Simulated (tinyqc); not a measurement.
Energy against coordination: Gupta-type many-body potential for a metal. Computed by tinyqc, a small Python program. Command: `OMP_NUM_THREADS=1 python tinyqc.py 3024266 3024267 out.jsonl gupta walk`. One thread of a shared host (Intel(R) Xeon(R) Processor @ 2.30GHz), about 0.02 s of CPU time with the checks.

E_i = sum_j A exp(-p (r_ij/r0 - 1)) - xi rho_i^gamma, with rho_i = sum_j exp(-2 q (r_ij/r0 - 1)); gamma = 1/2 is the tight-binding second-moment form. The crystal is fcc unless stated; d is the neighbour distance and a fixed number of shells is kept.

Inputs (values chosen for the exercise, modelled on aluminium):
```
quantity                  value      unit
repulsion A               0.128        eV
hopping xi                 1.32        eV
decay p                    8.59         -
decay q                    2.58         -
reference distance r0     2.864  angstrom
embedding exponent gamma    0.5         -
```

Method. Nearest neighbours only, z equal bonds relaxed to their best length: r/r0 = 1 + ln[A p z^(1 - gamma)/(2 q gamma xi)]/(p - 2 q gamma), E = z A exp(-p (r/r0 - 1)) - xi [z exp(-2 q (r/r0 - 1))]^gamma.

Relaxed bonds:
```
z   r (angstrom)  E per atom (eV)  E/z (eV)
1         2.3252          -1.5005   -1.5005
2         2.4904          -1.8287   -0.9143
3         2.5870          -2.0530   -0.6843
4         2.6556          -2.2286   -0.5572
6         2.7522          -2.5020   -0.4170
8         2.8207          -2.7160   -0.3395
9         2.8488          -2.8089   -0.3121
12        2.9173          -3.0492   -0.2541
```

Bonds lengthen from 2.325 to 2.917 angstrom between z = 1 and 12, and |E| grows as z^0.285, the exponent gamma (p - 2q)/(p - 2 q gamma) = 0.285; pair bonds would give z^1 at a fixed length.

Extremes, crossings and ranges named in words are read from the listed rows.
